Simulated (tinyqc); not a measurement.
Inside a calculation. Model: Heisenberg spin cluster by exact diagonalisation: multiplets, susceptibility, level crossings. Computed by tinyqc, a small Python program that keeps every step. Command: `OMP_NUM_THREADS=1 python tinyqc.py 3012090 3012091 out.jsonl spincl walk`. One thread of a shared host (Intel(R) Xeon(R) Processor @ 2.30GHz), about 0.01 s of CPU time with the checks. Intermediate numbers are printed to about 6 digits and carried at full precision; extremes and crossings named in words are read from the listed rows.

H = J1 sum S_i.S_j over the bonds 1-2, 3-4 + J2 sum over 2-3 - g mu_B B S_z; J > 0 is antiferromagnetic.

Inputs (values chosen for the exercise, for a model cluster): exchange J1 = -0.468 meV; exchange J2 = 0.068 meV; g factor = 2.15; temperature T = 9.3 K; field B = 0.65 T.

Cluster: chain of four, J1 outer bonds and J2 in the middle. Spin s of each site: 0.5.

Constants: k_B = 8.617333262e-05 eV/K; mu_B = 5.7883818060e-05 eV/T.

## The block with S_z = 0

Basis: products of m values. S_i.S_j = m_i m_j on the diagonal and (1/2) sqrt[s(s+1) - m_i(m_i+1)] sqrt[s(s+1) - m_j(m_j-1)], s the spin of a site, between states that differ by one flip up and one down.

H at B = 0 (meV), rows +0.5 +0.5 -0.5 -0.5, +0.5 -0.5 +0.5 -0.5, +0.5 -0.5 -0.5 +0.5, -0.5 +0.5 +0.5 -0.5, -0.5 +0.5 -0.5 +0.5, -0.5 -0.5 +0.5 +0.5:
```
[[-0.251, 0.034, 0.000, 0.000, 0.000, 0.000],
 [0.034, 0.217, -0.234, -0.234, 0.000, 0.000],
 [0.000, -0.234, 0.251, 0.000, -0.234, 0.000],
 [0.000, -0.234, 0.000, 0.251, -0.234, 0.000],
 [0.000, 0.000, -0.234, -0.234, 0.217, 0.034],
 [0.000, 0.000, 0.000, 0.000, 0.034, -0.251]]
```

## Multiplets

Every multiplet has one member in the block S_z = 0; diagonalise it and read the total spin from <S^2> = S (S + 1).

Levels at B = 0:
```
E (meV)    total S  number of multiplets
-0.268893        0                     1
-0.253457        1                     1
-0.217000        2                     1
0.219457         1                     1
0.251000         1                     1
0.702893         0                     1
```

ground energy = -0.268893 meV

gap to the next level = 0.0154358 meV

The ground state has S = 0; the next level has S = 1. The highest spin, S = 2, lies at -0.217 meV, s^2 times the sum of all J, s the spin of a site.

## Thermal averages at zero field

Z = sum k (2S + 1) exp(-E/(k_B T)) over the table, k the number of multiplets; <S^2> likewise with the factor S (S + 1); chi T = N_A g^2 mu_B^2 <S^2>/(3 k_B) = 0.125049 g^2 <S^2> cm^3 K/mol (cgs, per mole of clusters); C = (<E^2> - <E>^2)/(k_B T)^2; entropy = ln Z + <E>/(k_B T).

<S^2> = 3.33195

chi T = 1.92600 cm^3 K/mol

heat capacity = 0.0913857 k_B

entropy = 2.72065 k_B

Free spins would give <S^2> = 3 and the entropy 2.773 k_B; chi T is 111 % of the free value.

## Magnetisation in the field

Each multiplet splits as E - g mu_B B m; <S_z> is the Boltzmann mean. The first level crossing is at the smallest (E_S - E_0)/(g mu_B (S - S_0)) over higher spins (0 if the ground state has the highest spin).

<S_z> = 0.111981

first crossing field = 0.124032 T

Linear response would give g mu_B B <S^2>/(3 k_B T) = 0.112. B is past the first crossing.

## Susceptibility against the Curie-Weiss form

High-temperature form: chi T = C0/(1 - theta/T), C0 = 0.125049 g^2 n s (s + 1), k_B theta = -(2/3) s (s + 1) (sum of J over bonds)/n, n = 4; a dash where T <= 1.05 theta.

theta = 1.25909 K

Against temperature:
```
T (K)  chi T (cm^3 K/mol)  Curie-Weiss  chi (cm^3/mol)   C (k_B)
0.54              1.70573            -         3.15877  0.196122
1.10              2.01078            -         1.82798  0.163007
1.90              2.10504      5.14085         1.10792  0.316325
3.30              2.08736      2.80394         0.63253  0.313906
5.40              2.01470      2.26139         0.37309  0.199064
8.70              1.93615      2.02755         0.22255  0.101576
14.00             1.87105      1.90549         0.13365  0.045847
22.00             1.82566      1.83939         0.08298  0.020218
43.00             1.78288      1.78643         0.04146  0.005663
87.00             1.75872      1.75958         0.02022  0.001431
```

The Curie-Weiss form is within 3 % in the last 4 rows. chi is largest at 0.54 K among these rows; among these rows C is largest at 1.9 K, and the gap is 0.179 K.

Checks made by the program: the trace of H and the count of states (relative difference below 1e-10).
